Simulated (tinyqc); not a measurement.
On-chip power grid, static voltage drop by conjugate gradients: one step of the calculation.

A grid of 3 rows and 3 columns, node k = 3 row + column. Neighbours in a row are joined by Rx, in a column by Ry; pad nodes, which reach the supply through Rp: 0, 8. Each node draws I0, node 1 draws kh I0. The drops u = Vdd - V solve G u = i, with G the conductance matrix (1/Rp added on the diagonal at pad nodes).

Question. Conjugate-gradient step. q = G p; with z = r/G_kk: a = (r.z)/(p.q); u(new) = u + a p; r(new) = r - a q; b = (r.z)(new)/(r.z); p(new) = z(new) + b p.

Values chosen for this exercise:
- Rx = 0.29 ohm (resistance of a horizontal segment)
- Ry = 0.24 ohm (resistance of a vertical segment)
- Rp = 0.16 ohm (resistance from a pad node to the supply)

u after iteration 1 (mV):
```
           col 0      col 1      col 2
row 0  0.3979421  1.4961591  0.7245550
row 1  0.4683100  0.3622775  0.4683100
row 2  0.7245550  0.4987197  0.3979421
```

r after iteration 1 (mA):
```
            col 0       col 1       col 2
row 0   3.2930159  -6.0721654   3.2930159
row 1   2.1088595   7.7242740   2.1088595
row 2  -0.1464304   1.5627246  -0.1464304
```

p after iteration 1 (mV):
```
            col 0       col 1       col 2
row 0  0.52387447  0.52780800  0.95384691
row 1  0.51600192  0.76788153  0.51600192
row 2  0.50217623  0.50014363  0.27580664
```

Wanted: q; a; u after iteration 2; r after iteration 2; b; p after iteration 2.

Answer.

q (mA):
```
        col 0   col 1   col 2
row 0   3.293  -2.456   3.293
row 1  -0.844   3.853  -1.692
row 2  -0.051  -0.349  -0.051
```

a = 2.084

u after iteration 2 (mV):
```
       col 0  col 1  col 2
row 0  1.490  2.596  2.713
row 1  1.544  1.963  1.544
row 2  1.771  1.541  0.973
```

r after iteration 2 (mA):
```
        col 0   col 1   col 2
row 0  -3.572  -0.953  -3.572
row 1   3.868  -0.307   5.636
row 2  -0.041   2.290  -0.041
```

b = 0.6826

p after iteration 2 (mV):
```
        col 0   col 1   col 2
row 0  0.1000  0.2742  0.1820
row 1  0.6805  0.5040  0.8306
row 2  0.3374  0.5484  0.1853
```

Numbers from tinyqc (`OMP_NUM_THREADS=1 python tinyqc.py 2770177 2770178 out.jsonl`; about 0.06 s on one thread of a shared Intel Xeon 2.30GHz).
